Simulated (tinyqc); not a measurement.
Inversion layer as a triangular well, valleys of the Si type, step by step. Values are carried at full precision from step to step, so a last printed digit may differ when a step is redone from the rounded ones.

Six ellipsoidal valleys with their long axes along the cube axes, mass ml along the axis and mt across it. For a valley whose axis makes the angle theta with the surface normal, 1/m_z = cos^2(theta)/ml + sin^2(theta)/mt sets the confinement; in the plane the masses are m_1 = mt and m_2 = ml mt/m_z, and m_d = sqrt(m_1 m_2).

Constants: e^2/(4 pi eps0) = 14.39964547 eV angstrom; hbar^2/2m0 = 3.80998211 eV angstrom^2; kB = 8.617333262e-05 eV/K.

Values chosen for the exercise (near those of Si; shifted at random, so the results belong to these values and not to a real crystal):

| symbol | value | unit | meaning |
|---|---|---|---|
| ml | 0.901 | m0 | longitudinal mass |
| mt | 0.192 | m0 | transverse mass |
| face | 100 |  | surface |
| eps | 11.7 |  | dielectric constant |
| Ns | 0.92 | x 1e12/cm^2 | electron sheet density |
| Nd | 0.17 | x 1e12/cm^2 | depletion charge |
| eta | 0.5 |  | share of Ns in the effective field |
| T | 77 | K | temperature |
| tox | 14 | angstrom | SiO2-equivalent oxide thickness |

## Valley masses on the (100) face

Group the valleys by their angle to the normal, heaviest m_z first.

Valleys (masses in m0):

| valleys g | cos^2(theta) | m_z | m_1 | m_2 | m_d |
|---|---|---|---|---|---|
| 2 | 1.0000 | 0.9010 | 0.1920 | 0.1920 | 0.1920 |
| 4 | 0.0000 | 0.1920 | 0.1920 | 0.9010 | 0.4159 |

The 2 valleys with the heaviest m_z will give the lowest ladder of subbands.

## Effective field

The field is taken as constant, e F = 4 pi (e^2/4 pi eps0)(Nd + eta Ns)/eps, with 1e12/cm^2 = 1e-4/angstrom^2, and the oxide as a hard wall at z = 0; c = hbar^2/2m0.

Find e F, and F in MV/cm (1 MV/cm = 0.01 V/angstrom).

e F = 0.000974353 eV/angstrom
F = 0.0974 MV/cm

## Subband ladders

Level j of a valley lies at E_j = a_j (c (e F)^2/m_z)^(1/3) above the band edge at the surface, with the Airy zeros a_j = 2.338107, 4.087949, 5.520560, 6.786708, 7.944134, 9.022651, 10.040174, 11.008524, 11.936016, 12.828777, and has <z> = 2 E_j/(3 e F).

The ten lowest levels of all groups of valleys together, j = 0, 1, ..., c = hbar^2/2m0; primes mark the groups with lighter m_z.

Subbands:

| label | valleys g | m_d (m0) | E (eV) | <z> (angstrom) |
|---|---|---|---|---|
| 0 | 2 | 0.1920 | 0.0372 | 25.43 |
| 0' | 4 | 0.4159 | 0.0622 | 42.57 |
| 1 | 2 | 0.1920 | 0.0650 | 44.45 |
| 2 | 2 | 0.1920 | 0.0877 | 60.03 |
| 3 | 2 | 0.1920 | 0.1079 | 73.80 |
| 1' | 4 | 0.4159 | 0.1088 | 74.42 |
| 4 | 2 | 0.1920 | 0.1263 | 86.39 |
| 5 | 2 | 0.1920 | 0.1434 | 98.12 |
| 2' | 4 | 0.4159 | 0.1469 | 100.51 |
| 6 | 2 | 0.1920 | 0.1596 | 109.18 |

The second subband is 0', 25.1 meV above the first.

## Fermi level and populations

Subband i holds n_i = g m_d/(2 pi c) kB T ln(1 + exp((EF - E_i)/kB T)) (spin included), and EF is fixed by sum n_i = Ns over the levels listed or, where none are listed, over j = 0 to 9 of each group; 1e12/cm^2 = 1e-4/angstrom^2.

Solve for EF; c = hbar^2/2m0. The mean distance is sum n_i <z>_i/Ns.

EF = 0.0378 eV

Populations:

| label | (EF - E)/kB T | n (1e12/cm^2) | share (%) |
|---|---|---|---|
| 0 | 0.09 | 0.787 | 85.6 |
| 0' | -3.68 | 0.114 | 12.4 |
| 1 | -4.10 | 0.017 | 1.9 |
| 2 | -7.53 | 0.001 | 0.1 |
| 3 | -10.56 | 0.000 | 0.0 |
| 1' | -10.70 | 0.000 | 0.0 |
| 4 | -13.34 | 0.000 | 0.0 |
| 5 | -15.92 | 0.000 | 0.0 |
| 2' | -16.45 | 0.000 | 0.0 |
| 6 | -18.36 | 0.000 | 0.0 |

mean distance from the surface = 27.95 angstrom

The lowest subband holds 85.6 % of the electrons and is partly degenerate (EF within a few kB T of its edge).

## Effect on the gate capacitance

The charge sits at the mean distance <z> from the surface, which adds (3.9/eps) <z> to the oxide thickness; C/Cox = tox/(tox + 3.9 <z>/eps). The density-of-states term is left out.

added thickness = 9.32 angstrom
C/Cox = 0.600

## Checks

- Lowest level by finite differences against the Airy formula, eV: both 0.0372.

tinyqc: `OMP_NUM_THREADS=1 python tinyqc.py 1281938 1281939 out.jsonl`; about 0.05 s, one thread, shared Intel(R) Xeon(R) Processor @ 2.30GHz.
